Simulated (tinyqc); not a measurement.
A spin-degenerate level with charging energy between two leads, rate equations: two steps of the calculation.

States 0, up, down and 2 with energies 0, e1 - Ez/2, e1 + Ez/2 and 2 e1 + U. mu_L = +V/2, mu_R = -V/2 (meV), f(x) = 1/(1 + exp(x/kB T)). A transition that adds one electron of given spin at the energy E has the rate G f(E - mu) from each lead, and its reverse G [1 - f(E - mu)]. I counts electrons leaving the left lead, times q.

Inputs (values chosen for the exercise): tunnel rate to the left lead GL = 4.2 1/ns; tunnel rate to the right lead GR = 0.46 1/ns; time step dt = 0.089 ns.

Constants: q = 1.602176634e-19 C. Results are converted to the units shown.

Problem 1. Steady state and current. Steady state: W p = 0 with sum p = 1. I = q GL sum over transitions i-j of [fL p_i - (1 - fL) p_j].

W (1/ns):
```
               0          up        down           2
0     -8.3999789   0.4600106   0.4600106   0.0000000
up     4.1999894  -0.4636383   0.0000000   4.6563723
down   4.1999894   0.0000000  -0.4636383   4.6563723
2      0.0000000   0.0036277   0.0036277  -9.3127446
```

fL, transition 0-up to down-2: 0.99999748  0.99999748  0.00086374  0.00086374

Wanted: p; mean number of electrons; I.

Solution 1.

p: 0 0.0519, up 0.4739, down 0.4739, 2 0.0004
mean number of electrons = 0.9485
I = 69.90 pA

In units of q GL GR/(GL + GR) = 66.4 pA the current is 1.05; two independent spin channels fully inside the bias window would give 2.

Problem 2. Time step. Explicit Euler step: p(new) = p + dt W p.

W (1/ns):
```
               0          up        down           2
0     -8.3999789   0.4600106   0.4600106   0.0000000
up     4.1999894  -0.4636383   0.0000000   4.6563723
down   4.1999894   0.0000000  -0.4636383   4.6563723
2      0.0000000   0.0036277   0.0036277  -9.3127446
```

p after step 1: 0 0.25240188, up 0.37379906, down 0.37379906, 2 0.00000000

Wanted: p after step 2.

Solution 2.

p after step 2: 0 0.09431, up 0.45272, down 0.45272, 2 0.00024

Range of the model: Rate equations need hbar G well below kB T; cotunnelling and the Kondo effect are left out.

Computed by the program tinyqc: `OMP_NUM_THREADS=1 python tinyqc.py 2780021 2780022 out.jsonl`, one thread of a shared Intel Xeon 2.30GHz, about 0.01 s for the whole run.
